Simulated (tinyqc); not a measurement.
Double-gate transistor below threshold, two-dimensional Poisson equation on a small mesh: one step of the calculation.

Half of a symmetric double-gate structure: row 0 is the mid-plane of the body, where the normal field vanishes. Mobile charge is neglected (subthreshold), the body is fully depleted, and potentials are counted from the intrinsic level; rows run upward to the gate, columns from source to drain.

Task. The linear system. Unknowns (row, column) in the order listed; A has up + dn + 2 lat on the diagonal and -up, -dn, -lat towards free neighbours; b holds s and the terms of fixed neighbours. Fixed values: gate row Vg - Vfb; column 0 at Vbi and the last column at Vbi + Vd in the semiconductor, each running linearly to Vg - Vfb across the insulator.

fixed values (free nodes shown as 0) (V):
```
,j=0,j=1,j=2,j=3,j=4
row 0,0.5300000,0.0000000,0.0000000,0.0000000,1.0300000
row 1,0.5300000,0.0000000,0.0000000,0.0000000,1.0300000
row 2,-0.2100000,-0.2100000,-0.2100000,-0.2100000,-0.2100000
```

```
row,up,dn,lat,s (V)
0,29.25,0,2.34,0
1,28.846154,29.25,3.744,0
```

Give: A; b.

Result.

A:
```
,"(0,1)","(0,2)","(0,3)","(1,1)","(1,2)","(1,3)"
"(0,1)",33.93,-2.34,0.00,-29.25,0.00,0.00
"(0,2)",-2.34,33.93,-2.34,0.00,-29.25,0.00
"(0,3)",0.00,-2.34,33.93,0.00,0.00,-29.25
"(1,1)",-29.25,0.00,0.00,65.58,-3.74,0.00
"(1,2)",0.00,-29.25,0.00,-3.74,65.58,-3.74
"(1,3)",0.00,0.00,-29.25,0.00,-3.74,65.58
```

b (V): (0,1) 1.240, (0,2) 0.000, (0,3) 2.410, (1,1) -4.073, (1,2) -6.058, (1,3) -2.201

Numbers from tinyqc (`OMP_NUM_THREADS=1 python tinyqc.py 2480032 2480033 out.jsonl`; about 0.09 s on one thread of a shared Intel Xeon 2.30GHz).
